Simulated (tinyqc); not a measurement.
What moves the Penn gap and the ionicity: Penn model of the dielectric constant and Phillips ionicity.

n = 32/a^3; Ep^2 = 8 pi c e2 n with c = hbar^2/2m0, e2 = e^2/(4 pi eps0); EF = c (3 pi^2 n)^(2/3); eps = 1 + (Ep/Eg)^2 S with S = 1 - Eg/(4 EF) + (Eg/(4 EF))^2/3, Eg the Penn gap. Core d shells are left out.

Phillips: bond length d = sqrt(3) a/4; homopolar gap Eh = 39.74 d^(-2.48) eV (d in angstrom); Eg^2 = Eh^2 + C^2; ionicity fi = C^2/Eg^2.

Constants: hbar^2/2m0 = 3.80998211 eV angstrom^2; e^2/(4 pi eps0) = 14.39964547 eV angstrom.

Inputs chosen for the exercise (out of a larger set: near those of AlN; not measured data): a = 4.361 angstrom (cubic lattice constant, 32 valence electrons a cell); ei = 4.81 (high-frequency dielectric constant).

Eg from ei; fi = 1 - (Eh/Eg)^2, printed even where negative. Each row changes one parameter from the base and keeps the others.

Results:

| case | Ep (eV) | Eg (eV) | Eh (eV) | fi |
|---|---|---|---|---|
| base | 23.065 | 10.987 | 8.214 | 0.441 |
| a = 4.448 angstrom | 22.392 | 10.659 | 7.821 | 0.462 |
| ei = 4.33 | 23.065 | 11.696 | 8.214 | 0.507 |

The largest shifts from the base row, up to three for each result and ties (the steps differ in size, so this ranks the rows, not the parameters). Ep (eV): a -0.673; unchanged at the printed digits by ei. Eg (eV): ei +0.709, a -0.328. Eh (eV): a -0.393; unchanged at the printed digits by ei. fi: ei +0.066, a +0.020. With the tabulated Phillips C of about 7.3 eV, fi would be 0.44; this model leaves out the d-shell factor.

(tinyqc, `OMP_NUM_THREADS=1 python tinyqc.py 1682619 1682620 out.jsonl`, Intel(R) Xeon(R) Processor @ 2.30GHz, 1 thread, shared host, about 0.01 s.)
